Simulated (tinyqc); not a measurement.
Inside a calculation. Model: hot carriers by balance equations with a heated Maxwellian. Computed by tinyqc, a small Python program that keeps every step. Command: `OMP_NUM_THREADS=1 python tinyqc.py 3018236 3018237 out.jsonl hot walk`. One thread of a shared host (Intel(R) Xeon(R) Processor @ 2.30GHz), about 0.02 s of CPU time with the checks. Intermediate numbers are printed to about 5 digits and carried at full precision; extremes and crossings named in words are read from the listed rows.

The carriers follow a Maxwellian at an electron temperature T_e, slightly displaced; the drift energy is neglected against k_B T_e. The balance averages the rate, not the time, so mu_0 lies below the relaxation-time value.

Inputs (values chosen for the exercise, modelled on holes in silicon):
```
quantity                                          value       unit
effective mass m                                  0.488        m_0
density rho                                        2329     kg/m^3
sound velocity v_l                                 8860        m/s
acoustic deformation potential D_A                  5.9         eV
phonon energy hbar w                               64.6        meV
optical or intervalley deformation potential D_o      8  1e8 eV/cm
final valleys Z_f                                     1          -
lattice temperature T                               150          K
electric field F                                    8.9      kV/cm
iteration cap                                       300          -
```

Band: parabolic. Solver: Newton.

Constants: k_B = 8.617333262e-05 eV/K; k_B = 1.380649e-23 J/K; e = 1.602176634e-19 C; hbar = 1.054571817e-34 J s; m_0 = 9.1093837015e-31 kg; hbar = 6.582119569e-16 eV s.

## Equilibrium values

Parabolic band: E = hbar^2 k^2/(2 m), speed v = hbar k/m, states per spin, volume and energy g(E) = m k/(2 pi^2 hbar^2). Masses are multiplied by m_0 and all formulas are in SI units. Phonon occupation N_q = 1/(exp(hbar w/(k_B T)) - 1). Acoustic deformation potential (elastic, equipartition, absorption and emission together): 1/tau = 2 pi k_B T D_A^2 g(E)/(hbar rho v_l^2). Optical or intervalley deformation potential: 1/tau = (pi Z_f D_o^2/(rho w)) [N_q g(E + hbar w) + (N_q + 1) g(E - hbar w)], with g = 0 below the band edge. Averages over the Maxwellian, <y> = int y x^(1/2) exp(-x) dx / int x^(1/2) exp(-x) dx with x = E/(k_B T_e), split at x_0 = hbar w/(k_B T_e): 64 Gauss-Legendre points in sqrt(x) below it and 128 in sqrt(x - x_0) above it, up to x = 32. Momentum balance: mu(T_e) = e/(m nu), nu = <x (sum of rates)>/<x>. Power lost per carrier: P(T_e) = hbar w <emission rate - absorption rate> + <(2 m v_l^2/(k_B T)) (E - 2 k_B T) acoustic rate>. Energy relaxation time at weak heating: tau_E = (3/2) k_B / (dP/dT_e), the derivative by a central difference of +/- 0.5 K at T_e = T.

low-field mobility mu_0 = 3902.6 cm^2/(V s)

energy relaxation time tau_E = 1.7857 ps

Energy and momentum relax at comparable rates here.

## Balance functions

The field that sustains T_e follows from e mu F^2 = P.

Against the electron temperature:
```
T_e (K)  mu (cm^2/(V s))  P optical (1e9 eV/s)  P acoustic (1e9 eV/s)  F (kV/cm)  drift velocity (1e7 cm/s)
165               3502.1            1.2062e+00             5.1233e-02      0.599                     0.2099
195               2833.5            4.6442e+00             1.6709e-01      1.303                     0.3692
240               2130.8            1.2164e+01             3.7074e-01      2.425                     0.5168
300               1569.8            2.5548e+01             6.9083e-01      4.088                     0.6418
450                957.9            6.6882e+01             1.6922e+00      8.461                     0.8105
750                588.6            1.5061e+02             4.3692e+00     16.226                     0.9551
1200               414.1            2.5437e+02             9.6716e+00     25.252                     1.0457
1800               319.2            3.6199e+02             1.8614e+01     34.531                     1.1022
```

Optical phonons take 96 % of the power in the first row and 95 % in the last. The velocity grows as F^0.73 at first and as F^0.17 at the end, so it levels off; if optical phonons alone set both balances the limit at high T_e would be sqrt(3 hbar w tanh(hbar w/2 k_B T)/(4 m)) = 1.31 in the same unit. Rows above 1400 K (k_B T_e > 0.12 eV) stretch the parabolic band.

## First iteration

Newton: h(T_e) = P - e mu F^2, T_new = T_e - h/h', with h' by a central difference of +/- 0.5 K, limited to the range T to 3 T_e. Start at T_e = 1.5 T.

mu at the start = 2330.7 cm^2/(V s)

P at the start = 9.6716e+09 eV/s

new T_e = 357.58 K

## The whole iteration

Start at T_e = 1.5 T; stop when T_e moves by less than 1e-6 K or exceeds 1e6 K.

Course of the iteration:
```
iteration  T_e (K)  mu (cm^2/(V s))    step (K)
1           225.00           2330.7  1.3258e+02
2           357.58           1252.5  9.2217e+01
3           449.80            958.4  1.5352e+01
4           465.15            924.1  2.5328e-01
5           465.40            923.5  6.4462e-05
6           465.40            923.5  3.9506e-11
```

electron temperature T_e = 465.40 K

Converged in 6 iterations.

## Drift velocity

v = mu(T_e) F; warm-carrier coefficient (mu/mu_0 - 1)/F^2.

mobility mu(T_e) = 923.54 cm^2/(V s)

drift velocity = 0.82195 1e7 cm/s

mu/mu_0 = 0.23665

(mu/mu_0 - 1)/F^2 = -0.0096370 cm^2/kV^2

T_e/T = 3.10; the simple estimate T + (2/3) e mu_0 F^2 tau_E/k_B would give 4421 K, too high since mu falls and tau_E changes as the gas heats. Caution: the drift energy m v^2/2 is not small against the heating (3/2) k_B (T_e - T), so T_e - T is rough.

Checks made by the program: detailed balance, P(T_e = T) = 0, on the scale of P at 1.1 T (relative difference below 1e-10).
